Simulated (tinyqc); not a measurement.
Composition profile: interdiffusion in a binary couple: Darken equations, Kirkendall shift and Boltzmann-Matano analysis. Computed by tinyqc, a small Python program. Command: `OMP_NUM_THREADS=1 python tinyqc.py 3031296 3031297 out.jsonl darken walk`. One thread of a shared host (Intel(R) Xeon(R) Processor @ 2.30GHz), about 0.05 s of CPU time with the checks.

x is the mole fraction of B; the molar volume is constant, and the two halves are long enough to count as infinite.

Inputs (values chosen for the exercise, for a model alloy A-B):
```
quantity,value,unit
tracer diffusivity D*_A(0),5.3e-15,m^2/s
tracer diffusivity D*_B(0),4.9e-15,m^2/s
slope k of ln D* with x,-0.92,-
regular-solution parameter W,-0.19,eV
temperature T,1010,K
left composition x_L,0.2,-
right composition x_R,0.75,-
time t,31000,s
```

Vacancy-wind correction: none.

Constants: k_B = 8.617333262e-05 eV/K.

Method:
- D*_i(x) = D*_i(0) exp(k x); thermodynamic factor Phi = 1 - 2 W x (1 - x)/(k_B T); intrinsic D_i = D*_i Phi; interdiffusion D~ = x D_A + (1 - x) D_B.
- With lambda = z/sqrt(t), the profile solves d/dlambda (D~ dx/dlambda) + (lambda/2) dx/dlambda = 0 with x = x_L and x_R far to the left and right; z = 0 is the original interface. It is solved as a boundary-value problem in y = lambda/sqrt(D~ at the mean composition) on -12 < y < 12 (collocation, tolerance 1e-8).
- The last column is the error-function profile for a constant D~ taken at the mean composition.

D~ at the mean composition = 6.8679e-15 m^2/s

Profile at time t:
```
y,z (um),x,dx/dz (1/um),x for constant D~
-3.0,-43.774,0.21013,0.001185,0.20932
-2.0,-29.183,0.24468,0.003876,0.24326
-1.5,-21.887,0.27989,0.005809,0.27943
-1.0,-14.591,0.32953,0.007777,0.33186
-0.5,-7.296,0.39258,0.009424,0.39901
0.0,0.000,0.46543,0.010412,0.47500
0.5,7.296,0.54212,0.010422,0.55099
1.0,14.591,0.61452,0.009213,0.61814
1.5,21.887,0.67377,0.006886,0.67057
2.0,29.183,0.71399,0.004161,0.70674
3.0,43.774,0.74540,0.000763,0.74068
```

What follows from these numbers?

At the original interface x = 0.4654, against the mean 0.4750. D~ is 0.674 times as large at x_R as at x_L, so the profile is flatter and reaches further on the left.
